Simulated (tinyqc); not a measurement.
# Ellipsometry and reflectance of a transparent film on an absorbing substrate: effect of the angle of incidence

Air (index 1), film, substrate with N2 = n2 - i k2; time factor exp(+i w t). q_j = sqrt(N_j^2 - sin^2 th), root with positive real part. Fresnel coefficients r_s = (q_a - q_b)/(q_a + q_b), r_p = (N_b^2 q_a - N_a^2 q_b)/(N_b^2 q_a + N_a^2 q_b). tan(Psi) exp(i Delta) = R_p/R_s, Delta taken from 0 to 360 degrees.

beta = 2 pi d q1/lam, X = exp(-2 i beta), R = (r01 + r12 X)/(1 + r01 r12 X) for p and s. dDelta/dd is the derivative of Delta; period lam/(2 q1).

Parameters, values chosen for the exercise; indices close to those of silicon dioxide on silicon:
```
symbol   value  unit                                  meaning
lam        800    nm                               wavelength
n1       1.461                  index of the transparent film
d           80    nm                           film thickness
n2       3.692                         index of the substrate
k2      0.0065        extinction coefficient of the substrate
```

Effect of the angle of incidence:

| th (degrees) | Psi (degrees) | Delta (degrees) | \|R_p\|^2 | \|R_s\|^2 | dDelta/dd (degrees/nm) | period (nm) |
|---|---|---|---|---|---|---|
| 50 | 33.27 | 146.6 | 0.1431 | 0.3325 | -0.3437 | 321.5 |
| 55 | 30.82 | 136.4 | 0.1329 | 0.3734 | -0.4184 | 330.6 |
| 60 | 28.49 | 123.2 | 0.1246 | 0.4228 | -0.4746 | 339.9 |
| 65 | 26.74 | 106.4 | 0.1225 | 0.4824 | -0.4736 | 349.1 |
| 70 | 26.29 | 85.81 | 0.1351 | 0.5537 | -0.3739 | 357.6 |
| 75 | 27.90 | 62.91 | 0.1791 | 0.6390 | -0.2001 | 364.9 |
| 80 | 31.90 | 40.30 | 0.2867 | 0.7402 | -0.05573 | 370.6 |
| 85 | 37.90 | 19.47 | 0.5210 | 0.8598 | 0.001357 | 374.3 |

Psi goes from 33.3 through a minimum of 26.3 (at th = 70 among the rows listed) to 37.9 degrees and |R_p|^2 goes from 0.143 through a minimum of 0.122 (at th = 65 among the rows listed) to 0.521. The slope of Delta is largest in size, 0.475 degrees/nm, at th = 60 among the rows. The bare substrate has its smallest |R_p| near arctan(n2) = 74.8 degrees.

tinyqc, about 0.3 s, one thread, Intel Xeon 2.30GHz (shared host): `OMP_NUM_THREADS=1 python tinyqc.py 2870229 2870230 out.jsonl`
